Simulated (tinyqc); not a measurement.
# Carrier lifetime of a p-type layer with SRH, radiative, Auger and surface recombination: lifetime against injection

Uniform excess density dn = dp (no trapping), n = n0 + dn, p = p0 + dn, Boltzmann statistics, full ionisation. Surfaces enter as a rate 2 S dn/d, which holds while diffusion to them is fast.

ni = sqrt(Nc Nv) exp(-Eg/(2 Vt)), Eg in volts; majority density N/2 + sqrt(N^2/4 + ni^2), n0 p0 = ni^2; n1 = Nc exp(-Et/Vt), p1 = Nv exp((Et - Eg)/Vt); tn0 = 1/(sn vth Nt), tp0 = 1/(sp vth Nt). With e = n p - ni^2 = dn (n0 + p0 + dn): U_SRH = e/(tp0 (n + n1) + tn0 (p + p1)), U_rad = B e, U_Aug = (Cn n + Cp p) e, U_s = 2 S dn/d. Each tau is dn over its rate; tau = dn/U with U the sum.

Values chosen for this exercise; band and dielectric values close to those of gallium nitride: temperature T = 300 K; band gap Eg = 3.4 eV; conduction-band density of states at T Nc = 2.34e18 cm^-3; valence-band density of states at T Nv = 4.59e19 cm^-3; radiative coefficient B = 1.09e-10 cm^3/s; acceptor density N = 4.2e14 cm^-3; Auger coefficient (two electrons) Cn = 2e-31 cm^6/s; Auger coefficient (two holes) Cp = 1.8e-31 cm^6/s; trap density Nt = 9.7e10 cm^-3; capture cross-section for electrons sn = 2e-16 cm^2; capture cross-section for holes sp = 4e-15 cm^2; thermal velocity (both carriers) vth = 1.3e7 cm/s; trap level below the conduction band Et = 1.26 eV; surface recombination velocity (both faces) S = 0 cm/s; sample thickness d = 6 um.

Constants: q = 1.602176634e-19 C, kB = 1.380649e-23 J/K, Vt = kB T/q. Results are converted to the units shown.

Result of one run:

| tau_SRH (s) | tau_rad (s) | tau_Aug (s) | tau (s) | radiative share (%) | largest path |
|---|---|---|---|---|---|
| 0.004155 | 8.805e-7 | 0.02476 | 8.802e-7 | 99.98 | radiative |

Which excess density dn gave this result: 1e16, 1e17, 1e18 or 1e19 cm^-3?

dn = 1e16 cm^-3.

The whole series:

| dn (cm^-3) | tau_SRH (s) | tau_rad (s) | tau_Aug (s) | tau (s) | radiative share (%) | largest path |
|---|---|---|---|---|---|---|
| 1e11 | 0.003965 | 2.184e-5 | 31.47 | 2.172e-5 | 99.45 | radiative |
| 1e12 | 0.003966 | 2.179e-5 | 31.26 | 2.167e-5 | 99.45 | radiative |
| 1e13 | 0.003970 | 2.134e-5 | 29.29 | 2.122e-5 | 99.47 | radiative |
| 1e14 | 0.004003 | 1.764e-5 | 16.93 | 1.757e-5 | 99.56 | radiative |
| 1e15 | 0.004105 | 6.461e-6 | 1.546 | 6.451e-6 | 99.84 | radiative |
| 1e16 | 0.004155 | 8.805e-7 | 0.02476 | 8.802e-7 | 99.98 | radiative |
| 1e17 | 0.004163 | 9.136e-8 | 2.615e-4 | 9.133e-8 | 99.96 | radiative |
| 1e18 | 0.004163 | 9.170e-9 | 2.630e-6 | 9.139e-9 | 99.65 | radiative |
| 1e19 | 0.004163 | 9.174e-10 | 2.631e-8 | 8.865e-10 | 96.63 | radiative |

Radiative recombination leads at dn = 1e11 and in all other rows. The total lifetime falls from 2.17e-5 to 8.86e-10 s. tau_SRH goes from 0.00397 s (low-injection limit 0.00397 s) to 0.00416 s (high-injection limit tn0 + tp0 = 0.00416 s). Between the last two rows tau_rad goes as dn^(-1.00) and tau_Aug as dn^(-2.00); the radiative share goes from 99.5 through a maximum of 100 (at dn = 1e16 among the rows listed) to 96.6 %. For dn = 1e18, 1e19 the carriers are degenerate, where B and the Auger coefficients no longer stay constant.

tinyqc, about 0.01 s, one thread, Intel Xeon 2.30GHz (shared host): `OMP_NUM_THREADS=1 python tinyqc.py 2300146 2300147 out.jsonl`
